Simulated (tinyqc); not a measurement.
# Ballistic conductance of a ribbon with a Dirac band by counting modes, step by step

Numbers from tinyqc (`OMP_NUM_THREADS=1 python tinyqc.py 2740032 2740033 out.jsonl`; about 0.04 s on one thread of a shared Intel Xeon 2.30GHz). Printed values are rounded.

Subband edges E_n = hbar v pi |n + al|/W for all integers n (the walls mix the two valleys, so no further valley factor enters); only conduction subbands count, the valence ones being far below Ef. Every mode transmits fully; spin gives the factor 2 in 2 q^2/h.

Values chosen for this exercise:
- T = 300 K (temperature)
- v = 9.9e5 m/s (Dirac velocity)
- al = 0.25 (offset of the transverse quantisation)
- Ef = 0.398 eV (Fermi energy above the Dirac point)
- W = 21 nm (width)
- Et = 0.501 eV (highest subband edge listed)

Constants: q = 1.602176634e-19 C, kB = 1.380649e-23 J/K, hbar = 1.054571817e-34 J s, h = 6.62607015e-34 J s, Vt = kB T/q. Results are converted to the units shown.

## Subband edges and their occupation

List the edges below Et; each adds its degeneracy times f = 1/(1 + exp((E_n - Ef)/Vt)) to the thermal mode count.

edge, mode 0 to -5 (eV): [0.024371, 0.073113, 0.121854, 0.170596, 0.219338, 0.268080, 0.316822, 0.365563, 0.414305, 0.463047]
degeneracy, mode 0 to -5: [1, 1, 1, 1, 1, 1, 1, 1, 1, 1]
f, mode 0 to -5: [0.999999, 0.999997, 0.999977, 0.999849, 0.999004, 0.993475, 0.958518, 0.778112, 0.347348, 0.074735]

## Conductance and ballistic resistance

G = (2 q^2/h) M; at zero temperature M counts the edges below Ef, at T it is the sum of degeneracy times f. The smooth (Sharvin) count is 2 Ef W/(pi hbar v). The sum runs over the edges listed.

M at zero temperature = 8
M at T = 8.15101
G = 631.548 uS
resistance 1/G = 1.58341 kohm
smooth count = 8.16548

The smooth count is 0.18 % above M at T.
